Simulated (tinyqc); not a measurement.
CCD on RHF in the sto-6g basis, frozen core, for BeH2, spin multiplicity 1, step by step. One step of it, computed by the program tinyqc.

Question. Integrals over molecular orbitals. (pq|rs) = sum C_ip C_jq C_kr C_ls (ij|kl), one index at a time.

coefficients C, order 1Be 1s, 1Be 2s, 1Be 2px, 1Be 2py, 1Be 2pz, 2H 1s, 3H 1s:
$$\begin{pmatrix}
0.994638 & -0.211715 & 0.000000 & 0.015293 & 0.000000 & -0.207527 & 0.000000 \\
0.021471 & 0.558845 & 0.000000 & -0.072047 & 0.000000 & 1.195606 & 0.000000 \\
0.000000 & 0.000000 & 0.000000 & 0.000000 & 1.000000 & 0.000000 & 0.000000 \\
0.000000 & 0.000000 & 0.499583 & 0.000000 & 0.000000 & 0.000000 & 1.407061 \\
-0.000051 & 0.008458 & 0.000000 & 0.997395 & 0.000000 & 0.078847 & 0.000000 \\
-0.002142 & 0.397594 & 0.411169 & 0.030282 & 0.000000 & -0.798938 & -0.992685 \\
-0.002142 & 0.397594 & -0.411169 & 0.030282 & 0.000000 & -0.798938 & 0.992685
\end{pmatrix}$$

core Hamiltonian H = T + V (hartree), order 1Be 1s, 1Be 2s, 1Be 2px, 1Be 2py, 1Be 2pz, 2H 1s, 3H 1s:
$$\begin{pmatrix}
-8.718066 & -2.054789 & 0.000000 & 0.000000 & -0.001294 & -0.548808 & -0.548808 \\
-2.054789 & -2.805793 & 0.000000 & 0.000000 & -0.010331 & -1.245888 & -1.245888 \\
0.000000 & 0.000000 & -2.289579 & 0.000000 & 0.000000 & 0.000000 & 0.000000 \\
0.000000 & 0.000000 & 0.000000 & -2.514207 & 0.000000 & -1.296976 & 1.296976 \\
-0.001294 & -0.010331 & 0.000000 & 0.000000 & -2.289866 & -0.047557 & -0.047557 \\
-0.548808 & -1.245888 & 0.000000 & -1.296976 & -0.047557 & -2.197671 & -0.121798 \\
-0.548808 & -1.245888 & 0.000000 & 1.296976 & -0.047557 & -0.121798 & -2.197671
\end{pmatrix}$$

Two-electron integrals (ij|kl) in chemists' order, unique and non-zero (hartree):
```
(11|11) 2.299996    (21|11) 0.361879    (21|21) 0.071926    (22|11) 0.570332
(22|21) 0.139654    (22|22) 0.417773    (31|31) 0.015252    (32|31) 0.022555
(32|32) 0.092340    (33|11) 0.570332    (33|21) 0.139654    (33|22) 0.417773
(33|33) 0.450117    (41|41) 0.015252    (42|41) 0.022555    (42|42) 0.092340
(43|43) 0.024258    (44|11) 0.570332    (44|21) 0.139654    (44|22) 0.417773
(44|33) 0.401601    (44|44) 0.450117    (51|51) 0.015252    (52|51) 0.022555
(52|52) 0.092340    (53|53) 0.024258    (54|54) 0.024258    (55|11) 0.570332
(55|21) 0.139654    (55|22) 0.417773    (55|33) 0.401601    (55|44) 0.401601
(55|55) 0.450117    (61|11) 0.098684    (61|21) 0.019025    (61|22) 0.036713
(61|33) 0.036411    (61|41) 0.001877    (61|42) 0.003612    (61|44) 0.037315
(61|51) 0.000067    (61|52) 0.000129    (61|54) 0.000032    (61|55) 0.036412
(61|61) 0.005322    (62|11) 0.217543    (62|21) 0.053998    (62|22) 0.173602
(62|33) 0.167287    (62|41) 0.007550    (62|42) 0.042933    (62|44) 0.186205
(62|51) 0.000270    (62|52) 0.001536    (62|54) 0.000677    (62|55) 0.167312
(62|61) 0.015728    (62|62) 0.104026    (63|31) 0.005450    (63|32) 0.024191
(63|43) 0.007629    (63|53) 0.000273    (63|63) 0.010075    (64|11) 0.227436
(64|21) 0.057216    (64|22) 0.192400    (64|33) 0.181117    (64|41) 0.012289
(64|42) 0.067133    (64|44) 0.214940    (64|51) 0.000245    (64|52) 0.001536
(64|54) 0.000937    (64|55) 0.181141    (64|61) 0.017553    (64|62) 0.131617
(64|64) 0.172759    (65|11) 0.008135    (65|21) 0.002046    (65|22) 0.006881
(65|33) 0.006478    (65|41) 0.000245    (65|42) 0.001536    (65|44) 0.007142
(65|51) 0.005459    (65|52) 0.024246    (65|54) 0.007653    (65|55) 0.007024
(65|61) 0.000628    (65|62) 0.004707    (65|64) 0.005819    (65|65) 0.010283
(66|11) 0.382863    (66|21) 0.097023    (66|22) 0.346660    (66|33) 0.321597
(66|41) 0.016638    (66|42) 0.119050    (66|44) 0.396692    (66|51) 0.000595
(66|52) 0.004258    (66|54) 0.002686    (66|55) 0.321693    (66|61) 0.029368
(66|62) 0.259574    (66|64) 0.349687    (66|65) 0.012507    (66|66) 0.774999
(71|11) 0.098684    (71|21) 0.019025    (71|22) 0.036713    (71|33) 0.036411
(71|41) -0.001877   (71|42) -0.003612   (71|44) 0.037315    (71|51) 0.000067
(71|52) 0.000129    (71|54) -0.000032   (71|55) 0.036412    (71|61) 0.004822
(71|62) 0.013055    (71|64) 0.013241    (71|65) 0.000524    (71|66) 0.023035
(71|71) 0.005322    (72|11) 0.217543    (72|21) 0.053998    (72|22) 0.173602
(72|33) 0.167287    (72|41) -0.007550   (72|42) -0.042933   (72|44) 0.186205
(72|51) 0.000270    (72|52) 0.001536    (72|54) -0.000677   (72|55) 0.167312
(72|61) 0.013055    (72|62) 0.056181    (72|64) 0.056199    (72|65) 0.002500
(72|66) 0.104074    (72|71) 0.015728    (72|72) 0.104026    (73|31) 0.005450
(73|32) 0.024191    (73|43) -0.007629   (73|53) 0.000273    (73|63) 0.004406
(73|73) 0.010075    (74|11) -0.227436   (74|21) -0.057216   (74|22) -0.192400
(74|33) -0.181117   (74|41) 0.012289    (74|42) 0.067133    (74|44) -0.214940
(74|51) -0.000245   (74|52) -0.001536   (74|54) 0.000937    (74|55) -0.181141
(74|61) -0.013241   (74|62) -0.056199   (74|64) -0.053501   (74|65) -0.002461
(74|66) -0.101842   (74|71) -0.017553   (74|72) -0.131617   (74|74) 0.172759
(75|11) 0.008135    (75|21) 0.002046    (75|22) 0.006881    (75|33) 0.006478
(75|41) -0.000245   (75|42) -0.001536   (75|44) 0.007142    (75|51) 0.005459
(75|52) 0.024246    (75|54) -0.007653   (75|55) 0.007024    (75|61) 0.000524
(75|62) 0.002500    (75|64) 0.002461    (75|65) 0.004515    (75|66) 0.004746
(75|71) 0.000628    (75|72) 0.004707    (75|74) -0.005819   (75|75) 0.010283
(76|11) 0.020549    (76|21) 0.004959    (76|22) 0.014610    (76|33) 0.014331
(76|44) 0.015162    (76|51) 0.000047    (76|52) 0.000219    (76|55) 0.014336
(76|61) 0.001313    (76|62) 0.006337    (76|64) 0.007198    (76|65) 0.000310
(76|66) 0.013323    (76|71) 0.001313    (76|72) 0.006337    (76|74) -0.007198
(76|75) 0.000310    (76|76) 0.000523    (77|11) 0.382863    (77|21) 0.097023
(77|22) 0.346660    (77|33) 0.321597    (77|41) -0.016638   (77|42) -0.119050
(77|44) 0.396692    (77|51) 0.000595    (77|52) 0.004258    (77|54) -0.002686
(77|55) 0.321693    (77|61) 0.023035    (77|62) 0.104074    (77|64) 0.101842
(77|65) 0.004746    (77|66) 0.193087    (77|71) 0.029368    (77|72) 0.259574
(77|74) -0.349687   (77|75) 0.012507    (77|76) 0.013323    (77|77) 0.774999
```

Give: one-electron integrals over orbitals h = C^T H C; Two-electron integrals over orbitals.

Answer.

one-electron integrals over orbitals h = C^T H C (hartree):
$$\begin{pmatrix}
-8.7090 & 0.2205 & 0.0000 & -0.0176 & 0.0000 & 0.2059 & 0.0000 \\
0.2205 & -2.4376 & 0.0000 & 0.0035 & 0.0000 & -0.1972 & 0.0000 \\
0.0000 & 0.0000 & -2.3951 & 0.0000 & 0.0000 & 0.0000 & -0.2871 \\
-0.0176 & 0.0035 & 0.0000 & -2.2887 & 0.0000 & -0.0165 & 0.0000 \\
0.0000 & 0.0000 & 0.0000 & 0.0000 & -2.2896 & 0.0000 & 0.0000 \\
0.2059 & -0.1972 & 0.0000 & -0.0165 & 0.0000 & -1.9354 & 0.0000 \\
0.0000 & 0.0000 & -0.2871 & 0.0000 & 0.0000 & 0.0000 & -1.8226
\end{pmatrix}$$

Two-electron integrals over orbitals (pq|rs), unique and non-zero (hartree); the lowest 1 orbital is frozen and left out:
```
(22|22) 0.3944    (32|32) 0.1646    (33|22) 0.4078    (33|33) 0.4308
(42|22) 0.0036    (42|33) 0.0036    (42|42) 0.0484    (43|32) 0.0041
(43|43) 0.0144    (44|22) 0.3655    (44|33) 0.3529    (44|42) -0.0087
(44|44) 0.4506    (52|52) 0.0484    (53|53) 0.0142    (54|52) -0.0030
(54|54) 0.0244    (55|22) 0.3657    (55|33) 0.3529    (55|42) -0.0027
(55|44) 0.4015    (55|55) 0.4501    (62|22) -0.0229   (62|33) -0.0457
(62|42) -0.0011   (62|44) 0.0552    (62|55) 0.0558    (62|62) 0.0792
(63|32) -0.0937   (63|43) -0.0033   (63|63) 0.0830    (64|22) 0.0013
(64|33) -0.0008   (64|42) 0.0465    (64|44) -0.0023   (64|55) 0.0019
(64|62) 0.0069    (64|64) 0.0506    (65|52) 0.0472    (65|54) -0.0021
(65|65) 0.0512    (66|22) 0.3945    (66|33) 0.4049    (66|42) 0.0087
(66|44) 0.3663    (66|55) 0.3671    (66|62) -0.0308   (66|64) 0.0059
(66|66) 0.4105    (72|32) -0.0445   (72|43) -0.0038   (72|63) 0.0618
(72|72) 0.0576    (73|22) -0.0055   (73|33) -0.0205   (73|42) -0.0055
(73|44) 0.0614    (73|55) 0.0614    (73|62) 0.0745    (73|64) 0.0025
(73|66) -0.0237   (73|73) 0.0838    (74|32) -0.0094   (74|43) 0.0135
(74|63) 0.0055    (74|72) 0.0014    (74|74) 0.0172    (75|53) 0.0137
(75|75) 0.0166    (76|32) 0.1427    (76|43) 0.0046    (76|63) -0.0933
(76|72) -0.0545   (76|74) -0.0081   (76|76) 0.1393    (77|22) 0.4239
(77|33) 0.4423    (77|42) 0.0007    (77|44) 0.3890    (77|55) 0.3888
(77|62) -0.0328   (77|64) -0.0025   (77|66) 0.4327    (77|73) -0.0086
(77|77) 0.4833
```
